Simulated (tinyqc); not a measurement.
# Changing the pair energy w (positive repels)

Model: adsorption as a lattice gas: isotherms with interactions, competition, desorption peaks and saturation dose. Computed by tinyqc, a small Python program. Command: `OMP_NUM_THREADS=1 python tinyqc.py 3021370 3021371 out.jsonl adsorb sweep`. One thread of a shared host (Intel(R) Xeon(R) Processor @ 2.30GHz), about 0.01 s of CPU time with the checks.

One adsorbate per site; a molecule needs 1 empty site. Gas and surface have the same temperature.

Inputs (values chosen for the exercise, for a model surface):

| quantity | value | unit |
|---|---|---|
| desorption energy E | 1.48 | eV |
| prefactor nu | 1.4e+13 | 1/s |
| neighbours z | 6 | - |
| site density N_s | 4.7 | 1/nm^2 |
| molecular mass M | 98.9 | u |
| sticking coefficient s0 | 0.023 | - |
| temperature T | 704 | K |
| pressure p | 2.1 | Pa |
| blocking by a second gas, K_B p_B | 0.5 | - |

Adsorption: molecular (first order).

Constants: u = 1.6605390666e-27 kg; k_B = 1.380649e-23 J/K; k_B = 8.617333262e-05 eV/K.

Method. Flux F = p/sqrt(2 pi M k_B T); k_d = nu exp(-E/(k_B T)); s0 F (1 - theta) = N_s k_d theta, so y = s0 F/(N_s k_d), theta = y/(1 + y). With a second gas on the same sites theta = y/(1 + y + K_B p_B). With u = w/(k_B T). Mean field: theta/(1 - theta) = y exp(-z u theta). Quasi-chemical: theta/(1 - theta) = y [(r - 1 + 2 theta)(1 - theta)/((r + 1 - 2 theta) theta)]^(-z/2) exp(-z u/2), r = sqrt(1 - 4 theta (1 - theta)(1 - exp(-u))).

One run for each value:

| pair energy w (positive repels) (eV) | coverage, mean field | coverage, quasi-chemical | u |
|---|---|---|---|
| -0.029 | 0.65132 | 0.62554 | -0.4780 |
| -0.003 | 0.23629 | 0.23642 | -0.0495 |
| 0.023 | 0.16531 | 0.16945 | 0.3791 |
| 0.048 | 0.13300 | 0.14457 | 0.7912 |
| 0.074 | 0.11243 | 0.13160 | 1.2198 |
| 0.100 | 0.09834 | 0.12440 | 1.6484 |
| 0.130 | 0.08657 | 0.11966 | 2.1429 |
| 0.150 | 0.08043 | 0.11770 | 2.4726 |

Over the rows, coverage, mean field falls from 0.651 to 0.0804; coverage, quasi-chemical falls from 0.626 to 0.118; u rises from -0.478 to 2.47.  Left out: -0.0540 (z u below -3.8, near or past the mean-field condensation point).

Caution (rows 0.100, 0.130, 0.150): for z u near 4 or above (near 8 on the triangular lattice, z = 6) mean field itself predicts sublattice order near half coverage (the exact threshold is higher); both uniform formulas leave ordering out.
